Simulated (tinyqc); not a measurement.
Hydrogen passivation of interface dangling bonds: competing passivation and dissociation with distributed barriers: one step, computed by the program tinyqc.

P_b + H2 gives P_bH + H at the rate k_f [H2]; P_bH gives P_b + H at the rate k_d. All defects start unpassivated. E_f and E_d are Gaussian and independent.

Problem. Single barriers. [H2] = solubility factor x p; a = k_f0 [H2] exp(-E_f/(k_B T)), d = k_d0 exp(-E_d/(k_B T)). For one pair of barriers the active share is y = [d + a exp(-(a + d) t)]/(a + d). Temperatures in kelvin are T(C) + 273.15.

Inputs (values chosen for the exercise, close to those used for P_b centres at the silicon-oxide interface):
```
quantity,value,unit
passivation prefactor k_f0,9.3e-07,cm^3/s
mean passivation barrier E_f,1.67,eV
spread sigma_f,0.025,eV
dissociation prefactor k_d0,1.1e+12,1/s
mean dissociation barrier E_d,2.86,eV
spread sigma_d,0.043,eV
"H2 in the oxide per atm, solubility factor",4.2e+17,1/(cm^3 atm)
hydrogen pressure p,0.1,atm
anneal temperature T,300,C
anneal time t,1200,s
```

Constants: k_B = 8.617333262e-05 eV/K.

Give: passivation rate a; dissociation rate d; a t; steady active share d/(a + d); active share, single barriers.

Solution.

passivation rate a = 8.076e-05 1/s

dissociation rate d = 7.817e-14 1/s

a t = 0.09692

steady active share d/(a + d) = 9.679e-10

active share, single barriers = 0.9076

The anneal is too short or cold to finish.
